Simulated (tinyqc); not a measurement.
Inside a calculation. Method: extended Hueckel theory, for H4-. The parameters take no account of the charge, which enters only through the electron count, and nothing here shows that the anion is bound. Computed by tinyqc, a small Python program that keeps every step (integrals from PySCF). Settings: charge = -1, K = 1.75, multiplicity = 2. Command: `OMP_NUM_THREADS=1 python tinyqc.py 30779 30780 out.jsonl` (the two numbers bound the seeds that draw the settings). One thread of a shared host (Intel(R) Xeon(R) Processor @ 2.60GHz), about 0.01 s of CPU time with the checks.

## Overlaps

Geometry (angstrom):
```
atom,x,y,z
H,0.000000,0.000000,0.000000
H,0.000000,0.000000,0.751000
H,0.000000,0.000000,1.580000
H,0.000000,0.000000,2.331000
```

Parameters chosen for this run:
```
element,shell,Slater exponent,H_ii (eV)
H,1s,1.300000,-13.600000
```

Slater orbitals, each expanded in six Gaussians scaled to its exponent.

overlap S, lower triangle:
```
,1H 1s,2H 1s,3H 1s,4H 1s
1H 1s,1.000000
2H 1s,0.628906,1.000000
3H 1s,0.204214,0.576591,1.000000
4H 1s,0.057535,0.204214,0.628906,1.000000
```

## Wolfsberg-Helmholz matrix

diagonal H_ii (eV): 1H 1s -13.600000, 2H 1s -13.600000, 3H 1s -13.600000, 4H 1s -13.600000

K = 1.750000

H_ij = K' S_ij (H_ii + H_jj)/2 for i != j (the diagonal keeps H_ii), with K' = 1.75.

H (eV), lower triangle:
```
,1H 1s,2H 1s,3H 1s,4H 1s
1H 1s,-13.600000
2H 1s,-14.967969,-13.600000
3H 1s,-4.860301,-13.722854,-13.600000
4H 1s,-1.369338,-4.860301,-14.967969,-13.600000
```

## Orbitals

valence electrons = 5

Solve H C = S C e through S^(-1/2); fill by pairs from the bottom, a degenerate level sharing its electrons equally; each orbital has its largest coefficient positive (the first on a tie).

orbital energies (eV): -19.141765  -15.160689  -0.850544  31.268307

occupations: 2.000000  2.000000  1.000000  0.000000

coefficients:
```
,MO1,MO2,MO3,MO4
1H 1s,0.283224,0.567593,0.854271,-0.803690
2H 1s,0.384875,0.318330,-0.628645,1.433007
3H 1s,0.384875,-0.318330,-0.628645,-1.433007
4H 1s,0.283224,-0.567593,0.854271,0.803690
```

sum of one-electron energies = -69.455454 eV

## Mulliken analysis

P = C n C^T; charge = valence electrons (H 1) minus the sum of (P S)_ii on the atom; overlap population = 2 sum P_ij S_ij between two atoms.

charges: 1H -0.436366, 2H -0.063634, 3H -0.063634, 4H -0.436366

Overlap populations:
```
pair,value
2-1,0.053259
3-1,-0.277889
3-2,0.563657
4-1,0.028294
4-2,-0.277889
4-3,0.053259
```
